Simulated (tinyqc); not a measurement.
Sp3 tight binding, zinc-blende lattice, step by step. One step of it, computed by the program tinyqc.

Problem. Bloch Hamiltonian at k. Slater-Koster rules over the four bonds with direction cosines (l, m, n): ss V_ss; s-px l V_sp; px-s -l V_sp; px-px l^2 V_pps + (1 - l^2) V_ppp; px-py l m (V_pps - V_ppp); each times exp(i k.d).

Parameters chosen for this model: zinc-blende lattice, anion at 0, cation at a/4 (1,1,1); V = eta hbar^2 / (m d^2), hbar^2/m = 7.619964 eV angstrom^2:

| parameter | value | unit |
|---|---|---|
| a | 6.330000 | angstrom |
| d | 2.740970 | angstrom |
| Es anion | -11.100000 | eV |
| Ep anion | -6.330000 | eV |
| Es cation | -11.100000 | eV |
| Ep cation | -6.330000 | eV |
| eta ss | -1.320000 |  |
| eta sp | 1.420000 |  |
| eta pp sigma | 2.220000 |  |
| eta pp pi | -0.630000 |  |
| V ss | -1.338808 | eV |
| V sp | 1.440232 | eV |
| V pp sigma | 2.251631 | eV |
| V pp pi | -0.638976 | eV |

k point k (2 pi / a): -0.030000  0.310000  -0.140000

Give: H(k) at k.

Solution.

H(k) at k (eV), lower triangle (Hermitian):
```
                  a s             a px            a py             a pz
a s          -11.1000
a px           0.0000          -6.3300
a py           0.0000           0.0000         -6.3300
a pz           0.0000           0.0000          0.0000          -6.3300
c s   -4.6137-0.0258i  -0.3391-0.1351i  0.0302+1.5172i  -0.0715-0.6405i
c px   0.3391+0.1351i   1.1185+0.0062i  0.0829+0.7422i  -0.0350-1.7581i
c py  -0.0302-1.5172i   0.0829+0.7422i  1.1185+0.0062i   0.3930+0.1566i
c pz   0.0715+0.6405i  -0.0350-1.7581i  0.3930+0.1566i   1.1185+0.0062i

           c s     c px     c py     c pz
c s   -11.1000
c px    0.0000  -6.3300
c py    0.0000   0.0000  -6.3300
c pz    0.0000   0.0000   0.0000  -6.3300
```
